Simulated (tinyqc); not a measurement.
Comparisons within one model: model-solid line-up of a strained alloy layer on a substrate. A value that a table varies takes the place of the one given here.

All values of the alloy are linear in x but the gap, Eg(x) = (1 - x) Eg_A + x Eg_B - C x (1 - x), and the valence edge, Ev(x) = (1 - x) Ev_A + x Ev_B + fv C x (1 - x); Ec = Ev + Eg. Ev is the top of the unstrained valence band on a scale common to all materials. In the layer only the Gamma valley of the conduction band is followed, also where an X or L valley would lie lower.

Coherent growth on a (110) face: e_par = (a_s - a)/a, e_perp = -(C11 + 3 C12 - 2 C44)/(C11 + C12 + 2 C44) e_par; exx = eyy = (e_par + e_perp)/2, ezz = e_par, exy = (e_perp - e_par)/2, eyz = ezx = 0.

Strained edges: Ec + ac tr(e); the valence edges are Ev plus the levels of the 6 x 6 matrix of X, Y, Z times spin with -Dso/3 + l exx + m (eyy + ezz) on the diagonal (cyclic), n exy off it, l = av + 2 b, m = av - b, n = sqrt(3) d. Spin-orbit term (Dso/3) L.sigma on X, Y, Z with (L_k)_ij = -i epsilon_kij: <X+|H|Y+> = -i Dso/3, <X+|H|Z-> = Dso/3, <Y+|H|Z-> = -i Dso/3, <Z+|H|X-> = -Dso/3, <Z+|H|Y-> = i Dso/3, <X-|H|Y-> = i Dso/3, and their conjugates; + and - are the spin along z.

dEc = Ec(substrate) - Ec(layer), dEv = Ev(layer) - Ev(substrate); positive values confine the carrier in the layer. Type I: both of one sign; type II: opposite signs; type III: the gaps do not overlap.

Coherent growth: e_par = (a_s - a)/a. (001): e_perp = -2 (C12/C11) e_par; exx = eyy = e_par, ezz = e_perp, no shear. (111): e_perp = -(2 C11 + 4 C12 - 4 C44)/(C11 + 2 C12 + 4 C44) e_par; exx = eyy = ezz = (2 e_par + e_perp)/3 and exy = eyz = ezx = (e_perp - e_par)/3. (110): e_perp = -(C11 + 3 C12 - 2 C44)/(C11 + C12 + 2 C44) e_par; exx = eyy = (e_par + e_perp)/2, ezz = e_par, exy = (e_perp - e_par)/2, eyz = ezx = 0.

Values chosen for the exercise (A near GaSb, B near GaAs, substrate near InP; the results hold for these values, not for the real material):
```
symbol  value           unit      meaning
a       (6.092, 5.655)  angstrom  lattice constant of A, B
Eg      (0.814, 1.504)  eV        gap at Gamma to the s-like level of A, B
Dso     (0.758, 0.341)  eV        spin-orbit splitting of A, B
Ev      (-0.03, -0.8)   eV        top of the unstrained valence band of A, B
ac      (-7.56, -7.24)  eV        conduction deformation potential of A, B
av      (0.8, 1.15)     eV        valence hydrostatic potential of A, B
b       (-2, -2.02)     eV        tetragonal shear potential of A, B
d       (-4.72, -4.87)  eV        trigonal shear potential of A, B
C11     (89.7, 122.1)   GPa       of A, B
C12     (40.5, 57.4)    GPa       of A, B
C44     (43, 60.3)      GPa       of A, B
C       1.335           eV        bowing of the gap
fv      0.75                      share of the bowing taken by the valence edge
a_s     5.874           angstrom  substrate
Eg_s    1.436           eV        lowest gap of the substrate
Ev_s    -0.94           eV        substrate valence edge
face    110                       growth face
x       0.4                       fraction of B
```

## Composition against offsets

Each composition is strained to the same substrate.

Results:
```
x     e_par (%)  relaxed gap (eV)  strained gap (eV)  valence splitting (meV)  dEc (eV)  dEv (eV)  type
0.09      -2.95             0.767              0.996                      198    -0.569     1.009    II
0.20      -2.17             0.738              0.908                      153    -0.450     0.979    II
0.32      -1.31             0.744              0.847                       98    -0.329     0.918    II
0.43      -0.51             0.783              0.823                       40    -0.226     0.838    II
0.55       0.38             0.863              0.801                       32    -0.121     0.756    II
0.66       1.21             0.970              0.766                      109    -0.034     0.703    II
0.78       2.14             1.123              0.753                      203     0.054     0.630     I
0.89       3.00             1.297              0.763                      299     0.126     0.548     I
```

How do the results move?

The alloy matches the substrate at x = 0.499, where the top valence edge changes its character and the splitting passes through zero. The strained gap runs from 0.996 to 0.763 eV, against 0.767 to 1.297 eV for the relaxed alloy: strain reverses the change that the composition makes. It is not monotonic; its extremes in the table are 0.753 and 0.996 eV. Strains above 2 % can be kept only in layers of a few nanometres. The type changes: II to I between x = 0.66 and 0.78. Offsets below about 50 meV are within the spread of parameter sets, so those rows do not settle the type.

## The same layer on three faces

Composition and substrate are kept.

Results:
```
face   e_perp (%)  tr(e) (%)  shift of Ec (meV)  shift of Ev (meV)  valence splitting (meV)  gap (eV)
(001)       0.672     -0.788               58.6               20.8                     53.5    0.8074
(111)       0.358     -1.102               81.9               19.7                     56.9    0.8318
(110)       0.423     -1.037               77.1               20.2                     56.8    0.8265
```

What does this show, and why?

The layer yields most along the normal on (001) and least on (111), so the volume change, and with it the shift of Ec, is largest on (111). The valence splitting, set by b on (001), by d on (111) and by both on (110), is largest on (111). The gaps span 24 meV, from (001) to (111).

## What each parameter does

Strained gap, valence splitting and offsets. Each row changes one parameter from the base and keeps the others.

Results:
```
case                   gap (eV)  splitting (meV)  dEc (eV)  dEv (eV)
base                     0.8265             56.8   -0.2530    0.8625
x = 0.42                 0.8240             45.9   -0.2346    0.8466
a_s = 5.894 angstrom     0.8002             31.3   -0.2173    0.8531
C = 1.435 eV             0.8025             56.8   -0.2470    0.8805
fv = 0.95                0.8265             56.8   -0.3171    0.9266
Ev_s = -0.89 eV          0.8265             56.8   -0.2030    0.8125
d = (-5.428, -5.6) eV    0.8225             63.9   -0.2530    0.8665
b = (-2.3, -2.323) eV    0.8258             58.0   -0.2530    0.8632
av = (0.92, 1.322) eV    0.8279             56.8   -0.2530    0.8611
```

What does this show?

The largest shifts from the base row, up to three for each result and ties (the steps differ in size, so this ranks the rows, not the parameters). gap (eV): a_s -0.0263, C -0.0240, d -0.0040; unchanged at the printed digits by fv and Ev_s. splitting (meV): a_s -25.6, x -10.9, d +7.1; unchanged at the printed digits by C, fv, Ev_s and av. dEc (eV): fv -0.0641, Ev_s +0.0500, a_s +0.0357; unchanged at the printed digits by d, b and av. dEv (eV): fv +0.0641, Ev_s -0.0500, C +0.0180.

(tinyqc, `OMP_NUM_THREADS=1 python tinyqc.py 1080734 1080735 out.jsonl`, Intel(R) Xeon(R) Processor @ 2.30GHz, 1 thread, shared host, about 0.01 s.)
